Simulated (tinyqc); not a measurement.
Admittance spectroscopy and thermally stimulated current of one trap level in a depletion layer: one step, computed by the program tinyqc. Command: `OMP_NUM_THREADS=1 python tinyqc.py 3112904 3112905 out.jsonl admit walk`. One thread of a shared host (Intel(R) Xeon(R) Processor @ 2.30GHz), about 0.01 s of CPU time with the checks.

A Schottky junction on n-type material holds one donor-like electron trap; shallow donors are fully ionised and abrupt depletion edges are assumed.

Question. The capacitance step. With E_c - E_F = k_B T_p ln(N_c/N): lambda = sqrt(2 eps eps_0 (E_t - (E_c - E_F))/(e^2 N)); traps are empty and charged for x < x_t = w - lambda, and V_b = e (N w^2 + N_t x_t^2)/(2 eps eps_0). High frequency: C_hf = eps eps_0/w. Low frequency: C_lf = eps eps_0 (N + N_t)/(N w + N_t x_t).

Inputs (values chosen for the exercise, modelled on n-type 4H-SiC): dielectric constant eps = 9.79; shallow doping N = 2e+16 1/cm^3; trap density N_t = 2.3e+15 1/cm^3; trap depth E_t below the band = 0.17 eV; band bending V_b = 1.8 V.

E_c - E_F = k_B T_p ln(N_c/N) = 0.1394818 eV

Constants: eps_0 = 8.8541878128e-12 F/m; e = 1.602176634e-19 C.

Give: lambda; depletion width w; crossing point x_t; C_hf; C_lf; step (C_lf - C_hf)/C_hf; small-N_t estimate (N_t/N)(lambda/w).

Answer.

lambda = 40.63 nm

depletion width w = 299.5 nm

crossing point x_t = 258.8 nm

C_hf = 28.95 nF/cm^2

C_lf = 29.36 nF/cm^2

step (C_lf - C_hf)/C_hf = 0.01419

small-N_t estimate (N_t/N)(lambda/w) = 0.01560

Reading N_t/N straight from the step would give 0.0142 against the true 0.115: the factor lambda/w must be known.
